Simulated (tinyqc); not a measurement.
Long-channel MOSFET, surface-potential model: course of the iteration: surface potential at the source by Newton steps.

n-channel transistor on a uniformly doped p-type body, gradual-channel approximation, constant mobility, Boltzmann statistics, full ionisation. Potentials are counted from the neutral body; V is the electron quasi-Fermi potential, Vsb at the source and Vsb + Vds at the drain. Charges are magnitudes per area.

With V = Vsb: G = psi - Vt + Vt e, e = exp((psi - 2 phiF - Vsb)/Vt); f = Vgs + Vsb - Vfb - psi - gamma sqrt(G); f' = -1 - gamma (1 + e)/(2 sqrt(G)); psi(new) = psi - f/f'.

Stop when psi changes by less than 1e-10 V, or after 40 iterations.

Parameters, values chosen for the exercise; material values close to those of silicon: temperature T = 300 K; flat-band voltage Vfb = -0.99 V; source-body reverse bias Vsb = 0 V; gate-source voltage Vgs = 0.98 V.

Constants: q = 1.602176634e-19 C, kB = 1.380649e-23 J/K, Vt = kB T/q. Results are converted to the units shown.

psi at the start (the smaller of 2 phiF + Vsb + 4 Vt and the root without inversion charge) = 1.05756 V
phiF = 0.477078 V
gamma = 0.584435 V^0.5

Course of the iteration:
```
iteration  psi (V)  |change| (V)
1          1.05747       9.09e-5
2          1.05747       1.00e-7
3          1.05747      1.22e-13
```

Did this iteration meet its convergence test, and what does its course show?

Yes. Converged in 3 iterations. The change falls from 9.1e-5 in the first iteration to below the tolerance in the last.

Range of the model: The surface electron density at the source passes 0.3 Nc, where degeneracy, left out here, matters.

Numbers from tinyqc (`OMP_NUM_THREADS=1 python tinyqc.py 2360045 2360046 out.jsonl`; about 0.04 s on one thread of a shared Intel Xeon 2.30GHz).
